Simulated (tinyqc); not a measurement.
Sheet resistance and Hall data of a diffused or implanted layer. Changing the background doping N_B (opposite type). Computed by tinyqc, a small Python program. Command: `OMP_NUM_THREADS=1 python tinyqc.py 3002383 3002384 out.jsonl layer sweep`. One thread of a shared host (Intel(R) Xeon(R) Processor @ 2.30GHz), about 0.01 s of CPU time with the checks.

Carriers are taken equal to the net active doping down to the junction (full ionisation, which deep dopants in wide-gap hosts do not reach; no spill-over, no depletion), and the Hall factor is 1.

Inputs (values chosen for the exercise, modelled on arsenic in silicon): mu_min = 52.7 cm^2/(V s); mu_max = 1400 cm^2/(V s); N_ref = 9.1e+16 1/cm^3; exponent alpha = 0.7; peak concentration N_0 = 1.9e+18 1/cm^3; length scale l = 23 nm.

Profile: Gaussian at the surface. Activation: complete.

Constants: e = 1.602176634e-19 C.

Method:
- N(x) = N_0 exp(-x^2/l^2), dose N_0 l sqrt(pi)/2, junction x_j = l sqrt(ln(N_0/N_B)).
- Mobility mu = mu_min + (mu_max - mu_min)/(1 + (N_t/N_ref)^alpha), N_t = active doping + N_B; carriers n = active doping - N_B, all dopants active.
- Integrals from x_0 (0 unless stated) to x_j by the midpoint rule on 400 even intervals: 1/R_s = e int n mu dx; sheet density n_s = int n dx; Hall sheet density (int n mu dx)^2/int n mu^2 dx; Hall mobility int n mu^2 dx/int n mu dx.
- Mean conductivity 1/(R_s x_j); mean mobility 1/(e n_s R_s).

One run for each value; columns: (1) background doping N_B (opposite type) (1/cm^3); (2) sheet resistance R_s (ohm); (3) junction depth x_j (nm); (4) mean conductivity 1/(R_s x_j) (S/cm); (5) mean mobility (cm^2/(V s)):
```
(1)        (2)    (3)    (4)    (5)
1.00e+14  6183  72.19  22.40  260.7
2.90e+14  6190  68.18  23.69  260.5
8.60e+14  6208  63.82  25.24  260.0
2.50e+15  6253  59.24  27.00  258.8
7.50e+15  6371  54.11  29.01  255.9
2.20e+16  6657  48.57  30.93  249.7
6.50e+16  7371  42.26  32.11  237.7
1.90e+17  9294  34.90  30.83  217.6
```

Describe and explain the trends.

Over the rows, sheet resistance R_s (ohm) rises from 6180 to 9290 (exponent d ln y / d ln x 0.0010 between the first rows and 0.22 between the last); junction depth x_j (nm) falls from 72.2 to 34.9 (exponent d ln y / d ln x -0.054 between the first rows and -0.18 between the last); mean conductivity 1/(R_s x_j) (S/cm) goes from 22.4 through a maximum among these rows, 32.1 at 6.50e16, to 30.8. x_j shrinks by a factor 2.07 and R_s grows by 1.50; over the first half of the table x_j shrinks by 1.33 and R_s grows by 1.03: the tail carries little current.

Caution (all rows): the layer is not thick against surface and junction depletion widths, which remove carriers that this model counts.

Extremes, crossings and ranges named in words are read from the listed rows.
